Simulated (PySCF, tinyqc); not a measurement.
Worked calculation: CCD on RHF in the sto-6g basis, for H4, spin multiplicity 1. The lowest restricted solution is unstable here: a spin-polarised one lies 0.0836 hartree lower (PySCF). One step of it, computed by the program tinyqc.

Problem. Iteration 3 (converged): orbitals. Diagonalise F' = X^T F X, C = X C', fill 2 alpha and 2 beta electrons from the bottom; D = 2 C_occ C_occ^T. Each column has its largest component positive (the first on a tie).

converged F (hartree), order 1H 1s, 2H 1s, 3H 1s, 4H 1s:
```
[[-0.189963, -0.380769, -0.177963, -0.135394],
 [-0.380769, -0.189963, -0.135394, -0.177963],
 [-0.177963, -0.135394, -0.189963, -0.380769],
 [-0.135394, -0.177963, -0.380769, -0.189963]]
```

X, order 1H 1s, 2H 1s, 3H 1s, 4H 1s:
```
[[1.072531, -0.183800, -0.127014, -0.000302],
 [-0.183800, 1.072531, -0.000302, -0.127014],
 [-0.127014, -0.000302, 1.072531, -0.183800],
 [-0.000302, -0.127014, -0.183800, 1.072531]]
```

Give: F' = X^T F X; orbital energies; coefficients C; D after iteration 3.

Solution.

F' = X^T F X (hartree):
```
[[-0.0357, -0.3535, -0.1260, 0.0026],
 [-0.3535, -0.0357, 0.0026, -0.1260],
 [-0.1260, 0.0026, -0.0357, -0.3535],
 [0.0026, -0.1260, -0.3535, -0.0357]]
```

orbital energies (hartree): [-0.5126, -0.2657, 0.1892, 0.4464]

coefficients C, order 1H 1s, 2H 1s, 3H 1s, 4H 1s:
```
[[0.3807, 0.5080, 0.5648, 0.6915],
 [0.3807, 0.5080, -0.5648, -0.6915],
 [0.3807, -0.5080, 0.5648, -0.6915],
 [0.3807, -0.5080, -0.5648, 0.6915]]
```

D after iteration 3, order 1H 1s, 2H 1s, 3H 1s, 4H 1s:
```
[[0.8061, 0.8061, -0.2263, -0.2263],
 [0.8061, 0.8061, -0.2263, -0.2263],
 [-0.2263, -0.2263, 0.8061, 0.8061],
 [-0.2263, -0.2263, 0.8061, 0.8061]]
```
